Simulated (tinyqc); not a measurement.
# Weibull slope from two areas

Question. Oxide breakdown times follow a Weibull law, F = 1 - exp(-(t/t63)^beta). For defects spread at random t63 goes as A^(-1/beta). Find beta and the time at which the share Fp of the area-A2 devices has failed, t63(A2) (-ln(1 - Fp))^(1/beta).

Parameters, values chosen for the exercise:

| symbol | value | unit | meaning |
|---|---|---|---|
| A1 | 190 | um^2 | area of a test capacitor |
| A2 | 4e5 | um^2 | gate area of the product |
| Fp | 1e-5 |  | allowed share of failed products |

t63 at the areas A1 and A2 (s): 32  0.054416172

Solution. beta = ln(A2/A1)/ln(t63(A1)/t63(A2)).

beta = 1.200
time to Fp = 3.707e-6 s

tinyqc, about 0.01 s, one thread, Intel Xeon 2.30GHz (shared host): `OMP_NUM_THREADS=1 python tinyqc.py 2070158 2070159 out.jsonl`
